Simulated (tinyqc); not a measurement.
Undoped gate-all-around wire MOSFET, analytic charge model: effect of the temperature.

An undoped round wire of radius R under an insulator shell and a surrounding gate; long channel, electrons only, n = ni exp((psi - V)/Vt) with V the quasi-Fermi potential (0 at the source, Vd at the drain), constant mobility, no quantisation. The radial Poisson equation gives n(r) = n(0)/(1 - (1 - b) r^2/R^2)^2 with b = Q0/(Q + Q0). Q is the electron charge per area of the wire surface.

Nc and Nv are given at 400 K and scale as (T/400 K)^1.5; Eg and mu are held fixed. ni = sqrt(Nc Nv) exp(-Eg/(2 Vt)), Eg in volts; Cox = eps0 eox/(R ln(1 + tox/R)); Q0 = 4 eps0 eps_r Vt/R; V0 = dphi + Vt ln[8 eps0 eps_r Vt/(q ni R^2)]. Q solves Vg - V0 - V = Q/Cox + Vt ln(Q/Q0) + Vt ln(1 + Q/Q0). I = mu (2 pi R/L)[2 Vt (Qs - Qd) + (Qs^2 - Qd^2)/(2 Cox) + Vt Q0 ln((Qd + Q0)/(Qs + Q0))], with Qs at V = 0 and Qd at V = Vd.  I(low) is taken at Vg = 0.33 V, Qs and I(high) at Vg = 1.08 V.

Inputs (values chosen for the exercise); material values close to those of silicon: band gap Eg = 1.13 eV; relative permittivity of the semiconductor eps_r = 11.8; conduction-band density of states at the reference temperature Nc = 4.26e19 cm^-3; valence-band density of states at the reference temperature Nv = 4.08e19 cm^-3; relative permittivity of the gate insulator eox = 3.86; insulator thickness tox = 2.6 nm; wire radius R = 10 nm; gate work function less that of the intrinsic body dphi = 0.12 V; channel mobility mu = 130 cm^2/(V s); gate length L = 0.1 um; drain voltage Vd = 0.5 V.

Constants: q = 1.602176634e-19 C, kB = 1.380649e-23 J/K, Vt = kB T/q, eps0 = 8.8541878128e-14 F/cm where lengths are in cm. Results are converted to the units shown.

Effect of the temperature:
```
T (K)	V0 (V)	I(low) (nA)	Qs(high) (nC/cm^2)	I(high) (uA)
220	0.63107	1.5553e-5	551.34	9.8405
250	0.62234	2.0253e-4	556.01	10.164
280	0.61346	0.0015714	561.50	10.510
310	0.60443	0.0084166	567.69	10.874
340	0.59528	0.034245	574.49	11.252
370	0.58602	0.11295	581.80	11.644
400	0.57665	0.31610	589.56	12.046
430	0.56718	0.77566	597.72	12.458
```

As T goes from 220 to 430 K, I(low) rises from 1.56e-5 to 0.776 nA and I(high) rises from 9.84 to 12.5 uA. V0 falls from 0.631 to 0.567 V. In every row the surface density at the source at the higher gate voltage passes 0.3 Nc, where Boltzmann statistics fail. In every row mu V/L at the higher gate voltage, with V the smaller of Vd and Vg - V0, passes 3e6 cm/s, so velocity saturation would lower the current. In every row the mobility is held fixed, though a real one changes with T.

tinyqc, about 0.03 s, one thread, Intel Xeon 2.30GHz (shared host): `OMP_NUM_THREADS=1 python tinyqc.py 2460128 2460129 out.jsonl`
